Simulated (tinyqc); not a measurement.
Three-band (Emery) model of a CuO2 plane downfolded to one band: one step. Exact levels. Two cases, with inputs chosen for the exercise.

Question. Diagonalise.

Case 1.

H (eV):
```
            d         px         py
d           0   0.930022  -1.385170
px   0.930022  -3.400000  -0.474174
py  -1.385170  -0.474174  -3.400000
```

Case 2.

H (eV):
```
            d         px         py
d           0   1.360654  -1.441775
px   1.360654  -3.000000  -0.573194
py  -1.441775  -0.573194  -3.000000
```

Give: levels; weights of the top band.

Answer.

Case 1.

levels (eV): -3.9515  -3.5997  0.7512

weights of the top band: d 0.8312, px 0.0586, py 0.1101

Case 2.

levels (eV): -3.5889  -3.5219  1.1107

weights of the top band: d 0.7611, px 0.1142, py 0.1247

Computed by tinyqc, one run a case: `OMP_NUM_THREADS=1 python tinyqc.py N N+1 out.jsonl` with N = 1480203, 1481415; one thread of a shared Intel(R) Xeon(R) Processor @ 2.30GHz, about 0.06 s a run at most.
